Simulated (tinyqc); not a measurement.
k.p theory built from an empirical-pseudopotential calculation at Gamma, step by step. Values are carried at full precision from step to step, so a last printed digit may differ when a step is redone from the rounded ones.

Empirical pseudopotential on the fcc lattice, atoms at +/- tau, tau = a (1,1,1)/8, no spin-orbit coupling. H(G,G') = c (2 pi/a)^2 |k + G|^2 delta + VS(q) cos(q.tau) + i VA(q) sin(q.tau), q = G - G', c = hbar^2/2m0; k and G in units of 2 pi/a; VS at |q|^2 = 3, 8, 11 and VA at 3, 4, 11, in rydberg, zero elsewhere. The basis is fixed: all 89 G with |G|^2 up to Gcut. Energies are counted from the fourth level at Gamma.

Constants: hbar^2/2m0 = 3.80998211 eV angstrom^2; Ry = 13.60569312 eV.

Values chosen for the exercise (near those of Si; shifted at random, so the results belong to these values and not to a real crystal): a = 5.438 angstrom (lattice constant); VS = (-0.207, 0.041, 0.081) Ry (symmetric form factors); VA = (0, 0, 0) Ry (antisymmetric form factors); Gcut = 19 (2 pi/a)^2 (largest |G|^2 of the fixed basis).

## Levels at Gamma

Diagonalise H at k = 0 and group equal levels.

Multiplets at Gamma:
```
multiplet  degeneracy    E (eV)
1                   1  -12.6450
2                   3    0.0000
3                   3    3.3696
4                   1    4.0359
5                   1    7.4560
6                   2    7.8567
7                   3   12.2687
8                   1   14.0651
9                   3   27.3280
```

The lowest empty multiplet is a triplet at 3.370 eV; the lowest empty singlet (s-like) is multiplet 4.

## Mass of the s-like conduction level (multiplet 4)

For a multiplet A of d_A states, W(B) = (4 c/(3 d_A)) sum over n in A, m in B and i = x, y, z of |<n|G_i|m>|^2 (G in 1/angstrom, <n|G_i|m> = sum_G c_n(G)* G_i c_m(G)); the mean inverse mass of A is 1 + sum_B W(B)/(E_A - E_B). Multiplets with W = 0 are left out.

List the couplings (the first eight at most); W to the valence triplet is the Kane energy Ep.

Couplings:
```
multiplet B  degeneracy  E_B (eV)   W (eV)  W/(E_A - E_B)
2                     3    0.0000  21.2807         5.2729
7                     3   12.2687   0.0237        -0.0029
11                    3   28.9657   0.4880        -0.0196
19                    3   45.7484   0.1294        -0.0031
22                    3   46.6039   0.0571        -0.0013
25                    3   51.9182   0.0316        -0.0007
34                    3   85.8514   0.0144        -0.0002
38                    3   87.5442   0.0311        -0.0004
```

sum over the higher multiplets = 0
1/m = 6.2448

Ep = 21.28 eV. The valence triplet gives 5.27, all other levels together -0.03; m = 0.1601, against 0.1594 for two levels alone.

## Valence parameters

Fold all other levels onto the valence triplet: D(u) = c + 4 c^2 sum_m <n|u.G|m><m|u.G|n'>/(0 - E_m), in units of c. Along [100] its eigenvalues are L (once) and M (twice); along [111] (L + 2M + 2N)/3 (once) and (L + 2M - N)/3 (twice). Then g1 = -(L + 2M)/3, g2 = -(L - M)/6, g3 = -N/6.

eigenvalues along [100]: [-6.069, -3.605, -3.605]

eigenvalues along [111]: [-10.380, -1.450, -1.450]

L, M, N: [-6.069, -3.605, -8.930]

g1, g2, g3: [4.427, 0.411, 1.488]

With spin-orbit coupling added at fixed g1, g2, g3 and large against the hole energy these give heavy and light masses along [100] of 0.277 and 0.191. The s-like level alone adds Ep/(3E) = 1.76 to g1. Local form factors fix Ep and the gap only roughly, so these values can lie far from measured ones.

## Checks

- 1/m of the s-like level from the sum against the curvature of the band: both 6.245.
- L and M against the curvatures along [100]: largest relative difference 3.7e-07.

Computed by tinyqc, a small Python program: `OMP_NUM_THREADS=1 python tinyqc.py 1050203 1050204 out.jsonl` (the numbers bound the seed that draws the inputs); one thread of a shared host (Intel(R) Xeon(R) Processor @ 2.30GHz), about 0.5 s for the whole set of steps.
